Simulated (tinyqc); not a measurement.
# Equilibrium and kinetic segregation of a solute to boundaries and growing surfaces, step by step

A worked calculation. Computed by tinyqc, a small Python program that keeps every step. Command: `OMP_NUM_THREADS=1 python tinyqc.py 3014463 3014464 out.jsonl segreg walk`. One thread of a shared host (Intel(R) Xeon(R) Processor @ 2.30GHz), about 0.01 s of CPU time with the checks. Intermediate numbers are printed to about 5 digits and carried at full precision; extremes and crossings named in words are read from the listed rows.

Inputs (values chosen for the exercise, modelled on phosphorus in polycrystalline silicon):
```
quantity,value,unit
segregation energy Q,0.426,eV
interaction z w (positive attracts),-0.36,eV
total solute fraction x0,0.0028,-
temperature T,850,K
grain size d,86,nm
boundary thickness delta,0.72,nm
atomic volume Omega,20.02,angstrom^3
clean boundary energy gamma_0,0.71,J/m^2
bulk diffusivity D,1.2e-17,m^2/s
anneal time t,3,s
exchange barrier E_b,1.59,eV
surface segregation energy E_s,0.33,eV
growth temperature T_g,880,K
growth rate,0.08,monolayers/s
mixing,1,-
```

Isotherm: Fowler-Guggenheim.

Constants: k_B = 8.617333262e-05 eV/K; 1 eV/angstrom^2 = 16.02176634 J/m^2.

## Coverage for very large grains, by iteration

With theta the solute fraction on boundary sites and x that in the grains, theta/(1 - theta) = [x/(1 - x)] exp[(Q + z w theta)/(k_B T)]. The coverage theta_inf is that for x = x0. Start at theta = 0; theta(new) = theta + mixing (theta(out) - theta); stop below 1e-10, 80 steps at most.

Iteration:
```
step,theta in,theta out,out - in
1,0.00000,0.48515,4.8515e-01
2,0.48515,0.07989,-4.0526e-01
3,0.07989,0.38887,3.0898e-01
4,0.38887,0.12232,-2.6655e-01
5,0.12232,0.34061,2.1829e-01
6,0.34061,0.15015,-1.9046e-01
...,...,...,...
75,0.23174,0.23176,1.7482e-05
76,0.23176,0.23174,-1.5297e-05
77,0.23174,0.23176,1.3386e-05
78,0.23176,0.23175,-1.1714e-05
79,0.23175,0.23176,1.0250e-05
80,0.23176,0.23175,-8.9693e-06
```

coverage theta_inf = 0.23175

last residual = 0

Converged; without interaction theta would be 0.4851.

## Depletion of small grains

Finite grains: boundary sites are the fraction f = 3 delta/d, and x0 = (1 - f) x + f theta; solve both equations for theta; share at boundaries = f theta/x0.

site fraction f = 0.025116

coverage theta = 0.092817

fraction x left in the grains = 4.8086e-04

share of solute at boundaries = 83.258 %

enrichment theta/x = 193.02

83 % of the solute sits at boundaries; for a dopant that share is electrically lost. The supply limits the coverage, which stays well below theta_inf.

## Boundary energy

Gibbs adsorption for this isotherm in a dilute matrix: gamma = gamma_0 + Gam_0 [k_B T ln(1 - theta) + z w theta^2/2], Gam_0 = delta/Omega sites per area.

Gam_0 = 35.964 1/nm^2

boundary energy gamma = 0.65995 J/m^2

Segregation lowers gamma by 7.0 %, and the driving force of grain growth with it.

## How fast the boundary fills

McLean kinetics from a uniform start, fed from both sides, with a constant enrichment beta = theta_inf/x0: (theta - x0)/(theta_inf - x0) = 1 - exp(s^2) erfc(s), s = 2 sqrt(D t)/(beta delta); half filling at s = 0.7691, t = (0.7691 beta delta/2)^2/D. D is an input and does not follow T.

s = 0.20137

degree of filling = 0.19208

time to half filling = 43.763 s

diffusion length sqrt(D t) = 6 nm

Caution: half of theta_inf exceeds the equilibrium coverage of grains of this size, so half filling is never reached in them. Caution: by the time of half filling the diffusion length reaches across the grain, so the real time is longer or half filling is never reached.

## Segregation at a growing surface

Two-state exchange during growth, dilute: jump up r_u = nu exp(-E_b/(k_B T_g)), jump back r_d = r_u exp(-E_s/(k_B T_g)), nu = 1e13 1/s. In the time 1/R of one monolayer the share carried up is p = [r_u/(r_u + r_d)] [1 - exp(-(r_u + r_d)/R)]; the tail decays as p^n, length -1/ln p monolayers; the equilibrium limit has p = r_u/(r_u + r_d).

r_u = 7835.0 1/s

r_d = 100.95 1/s

share carried up p = 0.98728

decay length = 78.109 monolayers

Exchange is fast against growth: the equilibrium regime, where heating shortens the tail.

## Tail length against growth temperature

The formulas are those given above.

Exchange model:
```
T_g (K),r_u/R,p,length (monolayers),equilibrium limit
489,5.1274e-03,0.00511,1.8955e-01,2518.6
523,5.9595e-02,0.05785,3.5090e-01,1514.0
551,3.5794e-01,0.30084,8.3251e-01,1043.7
580,1.9097e+00,0.85110,6.2027e+00,737.5
603,6.4260e+00,0.99666,2.9886e+02,573.4
625,1.8867e+01,0.99782,4.5864e+02,458.6
659,8.6537e+01,0.99701,3.3447e+02,334.5
711,6.7069e+02,0.99544,2.1884e+02,218.8
796,1.0716e+04,0.99193,1.2334e+02,123.3
```

The length peaks among these rows at 625 K with 459 monolayers. Below, exchange freezes (r_u/R = 0.0051 in the first row); above, the length follows the equilibrium limit, about exp(E_s/(k_B T)), down to 123.

## Coverage against grain size

The formulas are those given above.

At T:
```
d (nm),theta,x in the grains,share at boundaries (%)
15,0.01907,0.0000636,98.056
30,0.03711,0.0001378,95.433
60,0.06941,0.0003125,89.241
120,0.11719,0.0007032,75.339
250,0.16753,0.0013643,51.696
500,0.19839,0.0019514,30.608
1000,0.21494,0.0023408,16.581
5000,0.22839,0.0027025,3.524
```

From the largest grains to the smallest the share at boundaries rises from 3.5 to 98 %, and x/x0 falls to 0.023. In the dilute limit x/x0 = 1/(1 - f + f exp(Q/(k_B T))), which gives 0.020 at 15 nm.

Checks made by the program: mass balance (relative difference below 1e-10).
